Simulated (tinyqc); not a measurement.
Worked calculation: tight binding, kagome lattice. Computed by tinyqc, a small Python program that keeps every step. Settings: t1 = 0.89, t2 = 0.89, delta = 0.12, bands filled = 2. Command: `OMP_NUM_THREADS=1 python tinyqc.py 22451 22452 out.jsonl` (the two numbers bound the seeds that draw the settings). One thread of a shared host (Intel(R) Xeon(R) Processor @ 2.60GHz), about 0.01 s of CPU time with the checks.

## Bloch Hamiltonian at k

Parameters chosen for this model:
```
parameter,value,unit
t1,0.890000,"eV, up triangles"
t2,0.890000,"eV, down triangles"
delta,0.120000,eV on site C
```

k point k (fractions of the reciprocal vectors): -0.35000  -0.25000

H_AB = -t1 - t2 exp(-i k.a1), H_AC = -t1 - t2 exp(-i k.a2), H_BC = -t1 - t2 exp(i k.(a1 - a2)), H_CC = delta.

H(k) at k (eV), lower triangle (Hermitian):
```
,A,B,C
A,0.00000
B,-0.36687+0.72003i,0.00000
C,-0.89000+0.89000i,-1.61003-0.52313i,0.12000
```

## Levels at k

Diagonalise the Hermitian matrix.

eigenvalues (eV): -2.49329  0.76378  1.84951

weights |c|^2 of the basis functions:
```
,band 1,band 2,band 3
A,0.25803,0.67136,0.07060
B,0.34864,0.30894,0.34242
C,0.39332,0.01970,0.58698
```

## Bloch Hamiltonian at K

k point K (fractions of the reciprocal vectors): 0.33333  0.66667

As before.

H(k) at K (eV), lower triangle (Hermitian):
```
,A,B,C
A,0.00000
B,-0.44500-0.77076i,0.00000
C,-0.44500+0.77076i,-0.44500-0.77076i,0.12000
```

## Levels at K

As before.

eigenvalues (eV): -0.89000  -0.81122  1.82122

weights |c|^2 of the basis functions:
```
,band 1,band 2,band 3
A,0.50000,0.17687,0.32313
B,0.50000,0.17687,0.32313
C,0.00000,0.64625,0.35375
```

## Bands along a path

The same steps at evenly spaced points between the labelled ones.

Bands along the path (eV):
```
k,band 1,band 2,band 3
G,-3.52059,1.78000,1.86059
G-K 0.33,-3.10592,1.42060,1.80533
G-K 0.67,-2.05772,0.36871,1.80900
K,-0.89000,-0.81122,1.82122
K-M 0.33,-1.30523,-0.40459,1.82981
K-M 0.67,-1.61377,-0.10391,1.83767
M,-1.72101,0,1.84101
M-K' 0.33,-1.61377,-0.10391,1.83767
M-K' 0.67,-1.30523,-0.40459,1.82981
K',-0.89000,-0.81122,1.82122
```

With 2 band(s) filled, the highest filled level on these points lies at G and the lowest empty one at G-K 0.33: a gap of 0.0253 eV, indirect.
